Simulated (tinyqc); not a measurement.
# From resistivity rho back to trap density Q_t

Model: grain-boundary trapping model (Seto) of a polycrystalline semiconductor film. Computed by tinyqc, a small Python program. Command: `OMP_NUM_THREADS=1 python tinyqc.py 3024470 3024471 out.jsonl poly inv`. One thread of a shared host (Intel(R) Xeon(R) Processor @ 2.30GHz), about 0.01 s of CPU time with the checks.

Grains of equal size L are joined by thin boundaries with one trap level. Trapped carriers deplete a width W on each side and raise a barrier, crossed by thermionic emission. Dopants are fully ionised, statistics are non-degenerate and mu_g does not depend on T.

Inputs (values chosen for the exercise, modelled on polycrystalline ZnO):
```
quantity                                     value        unit
permittivity eps                               8.3           -
effective mass m                              0.29         m_0
effective density of states at 300 K, N_c  3.7e+18      1/cm^3
grain size L                                   220          nm
trap level E_t below the band edge             0.4          eV
doping N                                   6.7e+16      1/cm^3
mobility inside the grains mu_g                 87  cm^2/(V s)
temperature T                                  300           K
```

Grain interior: resistance included.

Constants: k_B = 8.617333262e-05 eV/K; e = 1.602176634e-19 C; eps_0 = 8.8541878128e-12 F/m; m_0 = 9.1093837015e-31 kg; k_B = 1.380649e-23 J/K.

Method. N_c(T) = N_c (T/300 K)^(3/2). Filled traps Q = Q_t/(1 + (1/2) exp((E_t* - E_F)/k_B T)), where E_t* = e V_B - E_t and E_F are counted from the band edge at the grain centre. Partial depletion: Q = 2 N W, V_B = e N W^2/(2 eps eps_0), E_F = k_B T ln(N/N_c); solve for W. If that W would exceed L/2 the grain is fully depleted: W = L/2, Q = N L, and E_F follows from the trap equation. Centre density n_0 = N_c exp(E_F/k_B T). Boundary: sigma_b = L e^2 n_0 exp(-e V_B/k_B T)/sqrt(2 pi m k_B T); drift through the grain, depleted parts included: rho_g = [(1 - 2W/L) + (2W/L) int_0^1 exp(y^2 s^2) ds]/(e n_0 mu_g); rho = 1/sigma_b + rho_g. Mean carrier density n_av = n_0 [(1 - 2W/L) + (2W/L) (sqrt(pi)/2) erf(y)/y], y = sqrt(e V_B/k_B T); effective mobility 1/(e n_av rho).

Question. A run gave the result below. Find the trap density Q_t, known to lie between 6.5e+11 and 1.2e+12 1/cm^2.

resistivity rho = 284.099 ohm cm

Answer.

Each step takes the trial c = (a f_b - b f_a)/(f_b - f_a), f being the result less the target and a, b, c the logarithms of the listed values; c replaces end b, the old b replaces a if the sign of f changed, and otherwise f_a is halved.

Scan of the range:
```
trap density Q_t (1/cm^2)  resistivity rho (ohm cm)
6.50e+11                                      45.56
7.20e+11                                     158.41
7.97e+11                                     490.95
8.83e+11                                    1105.33
9.78e+11                                    1925.14
1.08e+12                                    2868.61
1.20e+12                                    4010.47
```

False position (Illinois rule, in the logarithm of the input) inside the bracket:
```
step        end a        end b        trial  resistivity rho (ohm cm)
1     7.20000e+11  7.97000e+11  7.48189e+11                   250.773
2     7.97000e+11  7.48189e+11  7.54779e+11                   277.285
3     7.97000e+11  7.54779e+11  7.57322e+11                   288.027
4     7.54779e+11  7.57322e+11  7.56391e+11                   284.062
5     7.57322e+11  7.56391e+11  7.56400e+11                   284.099
6     7.57322e+11  7.56400e+11  7.56400e+11                   284.099
7     7.56400e+11  7.56400e+11  7.56400e+11                   284.099
```

Resistivity rho rises at every point of a 13-point scan of the range (every second point is shown), so one value fits; it is bracketed by 7.20e11 and 7.97e11. Answer: trap density Q_t = 7.564e11 1/cm^2.
